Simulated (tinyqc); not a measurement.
Inside a calculation: bond unit of a tetrahedral oxide and its oxygen vacancy in tight binding. Values are carried at full precision from step to step, so a last printed digit may differ when a step is redone from the rounded ones.

Two sp3 hybrids h1, h2 at eh = (es + 3 ep)/4 point at one oxygen with orbitals s, px, py, pz; x joins the two cations, z bisects the angle phi, and th = (180 - phi)/2. With u = hbar^2/(m d^2) = 2c/d^2, c = hbar^2/2m0: Vhs = -(1.32 + sqrt3 x 1.42) u/2 and Vhp = (1.42 + sqrt3 x 2.22) u/2. <h|s> = Vhs for both; <h1|px> = Vhp cos(th), <h2|px> = -Vhp cos(th); <h|pz> = Vhp sin(th) for both; py is a lone pair. The unit holds 8 electrons. Coupling between units, which widens the levels into bands, is left out.

Constants: hbar^2/2m0 = 3.80998211 eV angstrom^2.

Parameters, chosen for this exercise (near tabulated values for SiO2; shifted at random, so the results belong to these values and not to a real crystal): es = -14.78 eV (s level of the cation); ep = -7.48 eV (p level of the cation); eos = -33.76 eV (s level of oxygen); eop = -16.53 eV (p level of oxygen); d = 1.62 angstrom (cation-oxygen distance); phi = 138 degrees (bond angle at oxygen); R = 2.31 angstrom (cation-cation distance across the vacancy).

## Level and couplings

Form eh, u, Vhs, Vhp and th.

eh (hybrid level) = -9.3050 eV
u = 2.9035 eV

Vhs, Vhp (eV): -5.4869  7.6437

th = 21.0 degrees

## The matrix

Fill it in.

H (eV):
```
         h1       h2         s        px        py        pz
h1  -9.3050        0   -5.4869    7.1360         0    2.7393
h2        0  -9.3050   -5.4869   -7.1360         0    2.7393
s   -5.4869  -5.4869  -33.7600         0         0         0
px   7.1360  -7.1360         0  -16.5300         0         0
py        0        0         0         0  -16.5300         0
pz   2.7393   2.7393         0         0         0  -16.5300
```

## Levels, weights and charge

Diagonalise; the four lowest levels are filled. The excess of electrons on oxygen is twice the oxygen weight of the filled levels less 6.

levels (eV): -36.0756  -23.6364  -17.7584  -16.5300  -5.7609  -2.1986

weights:
```
    level 1  level 2  level 3  level 4  level 5  level 6
h1    0.041    0.166    0.045    0.000    0.415    0.334
h2    0.041    0.166    0.045    0.000    0.415    0.334
s     0.915    0.000    0.021    0.000    0.064    0.000
px    0.000    0.669    0.000    0.000    0.000    0.331
py    0.000    0.000    0.000    1.000    0.000    0.000
pz    0.003    0.000    0.890    0.000    0.107    0.000
```

highest filled to lowest empty = 10.7691 eV
excess electrons on oxygen = 0.995

The highest filled level is the py orbital of oxygen (100 %) and the lowest empty one is 83 % cation hybrid, even under exchange of the two cations. The spacing is that of an isolated unit and exceeds the gap of the solid.

## The odd block in closed form

The combination (h1 - h2)/sqrt2 couples to px alone, with W2 = sqrt2 Vhp cos(th); W3 = (eh - eop)/2; levels (eh + eop)/2 -/+ sqrt(W2^2 + W3^2); polarity W3/sqrt(W2^2 + W3^2).

W2, W3 (eV): 10.0918  3.6125

levels of the odd block (eV): -23.6364  -2.1986

polarity = 0.3370

## The neutral oxygen vacancy

Without the oxygen the two hybrids face each other at distance R and couple by -V2, V2 = 3.22 x 2c/R^2, c = hbar^2/2m0: a bond at eh - V2 with two electrons and an antibond at eh + V2. Levels are measured from eop, the lone-pair level that stands for the top of the valence band.

Form V2 and the two levels above eop. R is a chosen distance; in real silica the neutral vacancy relaxes to about 2.5 angstrom.

V2 = 4.5982 eV

levels above eop (eV): bond 2.6268, lone hybrid 7.2250, antibond 11.8232

bond-antibond splitting = 9.1963 eV

The filled bond lies 2.63 eV above the lone pairs, so it can trap a hole; the antibond lies above the lowest empty level of the intact unit (10.77 eV). A lone hybrid, as in a dangling bond, sits at 7.23 eV.

## Checks

- Levels of the odd block against the full matrix: they agree to 1e-10 or better.

Program tinyqc; command `OMP_NUM_THREADS=1 python tinyqc.py 1451264 1451265 out.jsonl`; about 0.01 s on one thread of a shared Intel(R) Xeon(R) Processor @ 2.30GHz.
